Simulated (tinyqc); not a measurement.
RHF in the 6-31g basis, for H3+, spin multiplicity 1, step by step. One step of it, computed by the program tinyqc.

Question. Iteration 3: building the Fock matrix. J_ij = sum D_kl (ij|kl), K_ij = sum D_kl (ik|jl); F = H + J - 0.5 K; E = tr D H + tr D J / 2 - 0.25 tr D K + E_nn.

D after iteration 2:
```
          1H 1s     1H 2s     2H 1s     2H 2s     3H 1s     3H 2s
1H 1s  0.116193  0.115610  0.116155  0.115586  0.116217  0.115626
1H 2s  0.115610  0.115031  0.115573  0.115007  0.115635  0.115047
2H 1s  0.116155  0.115573  0.116117  0.115548  0.116179  0.115588
2H 2s  0.115586  0.115007  0.115548  0.114982  0.115610  0.115022
3H 1s  0.116217  0.115635  0.116179  0.115610  0.116242  0.115650
3H 2s  0.115626  0.115047  0.115588  0.115022  0.115650  0.115062
```

core Hamiltonian H = T + V (hartree):
```
           1H 1s      1H 2s      2H 1s      2H 2s      3H 1s      3H 2s
1H 1s  -1.035397  -0.994123  -0.226207  -0.490953  -0.226724  -0.491413
1H 2s  -0.994123  -1.146531  -0.490922  -0.789728  -0.491432  -0.790193
2H 1s  -0.226207  -0.490922  -1.035255  -0.994030  -0.226409  -0.491102
2H 2s  -0.490953  -0.789728  -0.994030  -1.146421  -0.491152  -0.789910
3H 1s  -0.226724  -0.491432  -0.226409  -0.491152  -1.035489  -0.994183
3H 2s  -0.491413  -0.790193  -0.491102  -0.789910  -0.994183  -1.146601
```

Two-electron integrals (ij|kl) in chemists' order, unique and non-zero (hartree):
```
(11|11) 1.076566   (21|11) 0.578470   (21|21) 0.329423   (22|11) 0.587396
(22|21) 0.361304   (22|22) 0.453150   (31|11) 0.061291   (31|21) 0.036985
(31|22) 0.044267   (31|31) 0.007029   (32|11) 0.128294   (32|21) 0.082235
(32|22) 0.111828   (32|31) 0.017766   (32|32) 0.057091   (33|11) 0.388134
(33|21) 0.254105   (33|22) 0.365931   (33|31) 0.061291   (33|32) 0.230897
(33|33) 1.076566   (41|11) 0.230897   (41|21) 0.132993   (41|22) 0.148524
(41|31) 0.017766   (41|32) 0.040680   (41|33) 0.128294   (41|41) 0.057091
(42|11) 0.299215   (42|21) 0.187177   (42|22) 0.243964   (42|31) 0.029640
(42|32) 0.084187   (42|33) 0.299215   (42|41) 0.084187   (42|42) 0.155930
(43|11) 0.254105   (43|21) 0.165537   (43|22) 0.236107   (43|31) 0.036985
(43|32) 0.132993   (43|33) 0.578470   (43|41) 0.082235   (43|42) 0.187177
(43|43) 0.329423   (44|11) 0.365931   (44|21) 0.236107   (44|22) 0.332787
(44|31) 0.044267   (44|32) 0.148524   (44|33) 0.587396   (44|41) 0.111828
(44|42) 0.243964   (44|43) 0.361304   (44|44) 0.453150   (51|11) 0.061480
(51|21) 0.037096   (51|22) 0.044394   (51|31) 0.005176   (51|32) 0.012421
(51|33) 0.039158   (51|41) 0.016299   (51|42) 0.025983   (51|43) 0.025391
(51|44) 0.035279   (51|51) 0.007067   (52|11) 0.128493   (52|21) 0.082359
(52|22) 0.111980   (52|31) 0.012405   (52|32) 0.034428   (52|33) 0.115046
(52|41) 0.036912   (52|42) 0.069972   (52|43) 0.074532   (52|44) 0.104391
(52|51) 0.017836   (52|52) 0.057212   (53|11) 0.039106   (53|21) 0.025357
(53|22) 0.035228   (53|31) 0.005168   (53|32) 0.016272   (53|33) 0.061365
(53|41) 0.012404   (53|42) 0.025942   (53|43) 0.037028   (53|44) 0.044317
(53|51) 0.005181   (53|52) 0.016286   (53|53) 0.007044   (54|11) 0.115016
(54|21) 0.074511   (54|22) 0.104351   (54|31) 0.012398   (54|32) 0.036882
(54|33) 0.128372   (54|41) 0.034416   (54|42) 0.069931   (54|43) 0.082283
(54|44) 0.111887   (54|51) 0.016305   (54|52) 0.055461   (54|53) 0.017794
(54|54) 0.057139   (55|11) 0.388364   (55|21) 0.254250   (55|22) 0.366093
(55|31) 0.039073   (55|32) 0.114951   (55|33) 0.388224   (55|41) 0.114979
(55|42) 0.236682   (55|43) 0.254162   (55|44) 0.365994   (55|51) 0.061480
(55|52) 0.231152   (55|53) 0.061365   (55|54) 0.230997   (55|55) 1.076566
(61|11) 0.231152   (61|21) 0.133138   (61|22) 0.148684   (61|31) 0.016268
(61|32) 0.036895   (61|33) 0.115028   (61|41) 0.055438   (61|42) 0.080583
(61|43) 0.074521   (61|44) 0.104380   (61|51) 0.017836   (61|52) 0.040779
(61|53) 0.012416   (61|54) 0.036924   (61|55) 0.128493   (61|61) 0.057212
(62|11) 0.299455   (62|21) 0.187324   (62|22) 0.244146   (62|31) 0.025929
(62|32) 0.069930   (62|33) 0.236746   (62|41) 0.080560   (62|42) 0.143208
(62|43) 0.151594   (62|44) 0.209276   (62|51) 0.029740   (62|52) 0.084335
(62|53) 0.025955   (62|54) 0.080590   (62|55) 0.299455   (62|61) 0.084335
(62|62) 0.156132   (63|11) 0.114970   (63|21) 0.074483   (63|22) 0.104322
(63|31) 0.016259   (63|32) 0.055404   (63|33) 0.230997   (63|41) 0.036876
(63|42) 0.080535   (63|43) 0.133050   (63|44) 0.148587   (63|51) 0.012426
(63|52) 0.036914   (63|53) 0.017794   (63|54) 0.040719   (63|55) 0.128372
(63|61) 0.034436   (63|62) 0.069956   (63|63) 0.057139   (64|11) 0.236707
(64|21) 0.151566   (64|22) 0.209227   (64|31) 0.025921   (64|32) 0.080526
(64|33) 0.299309   (64|41) 0.069914   (64|42) 0.143161   (64|43) 0.187234
(64|44) 0.244036   (64|51) 0.025988   (64|52) 0.080604   (64|53) 0.029679
(64|54) 0.084245   (64|55) 0.299309   (64|61) 0.069982   (64|62) 0.143239
(64|63) 0.084245   (64|64) 0.156009   (65|11) 0.254250   (65|21) 0.165626
(65|22) 0.236204   (65|31) 0.025335   (65|32) 0.074469   (65|33) 0.254162
(65|41) 0.074486   (65|42) 0.151548   (65|43) 0.165572   (65|44) 0.236145
(65|51) 0.037096   (65|52) 0.133138   (65|53) 0.037028   (65|54) 0.133050
(65|55) 0.578470   (65|61) 0.082359   (65|62) 0.187324   (65|63) 0.082283
(65|64) 0.187234   (65|65) 0.329423   (66|11) 0.366093   (66|21) 0.236204
(66|22) 0.332894   (66|31) 0.035196   (66|32) 0.104297   (66|33) 0.365994
(66|41) 0.104314   (66|42) 0.209195   (66|43) 0.236145   (66|44) 0.332829
(66|51) 0.044394   (66|52) 0.148684   (66|53) 0.044317   (66|54) 0.148587
(66|55) 0.587396   (66|61) 0.111980   (66|62) 0.244146   (66|63) 0.111887
(66|64) 0.244036   (66|65) 0.361304   (66|66) 0.453150
```

nuclear repulsion = 1.16677196 hartree

Give: Coulomb J; exchange K; Fock matrix F; total energy of this density.

Answer.

Coulomb J (hartree):
```
       1H 1s  1H 2s  2H 1s  2H 2s  3H 1s  3H 2s
1H 1s  1.068  0.653  0.100  0.289  0.101  0.290
1H 2s  0.653  0.833  0.289  0.528  0.290  0.528
2H 1s  0.100  0.289  1.067  0.653  0.100  0.289
2H 2s  0.289  0.528  0.653  0.833  0.289  0.528
3H 1s  0.101  0.290  0.100  0.289  1.068  0.653
3H 2s  0.290  0.528  0.289  0.528  0.653  0.833
```

exchange K (hartree):
```
       1H 1s  1H 2s  2H 1s  2H 2s  3H 1s  3H 2s
1H 1s  0.555  0.535  0.286  0.419  0.287  0.419
1H 2s  0.535  0.624  0.419  0.561  0.419  0.562
2H 1s  0.286  0.419  0.555  0.535  0.286  0.419
2H 2s  0.419  0.561  0.535  0.624  0.419  0.561
3H 1s  0.287  0.419  0.286  0.419  0.555  0.536
3H 2s  0.419  0.562  0.419  0.561  0.536  0.624
```

Fock matrix F (hartree):
```
        1H 1s   1H 2s   2H 1s   2H 2s   3H 1s   3H 2s
1H 1s  -0.245  -0.609  -0.269  -0.411  -0.270  -0.411
1H 2s  -0.609  -0.626  -0.411  -0.542  -0.411  -0.543
2H 1s  -0.269  -0.411  -0.245  -0.609  -0.269  -0.411
2H 2s  -0.411  -0.542  -0.609  -0.626  -0.411  -0.542
3H 1s  -0.270  -0.411  -0.269  -0.411  -0.245  -0.609
3H 2s  -0.411  -0.543  -0.411  -0.542  -0.609  -0.626
```

total energy of this density = -1.17660 hartree
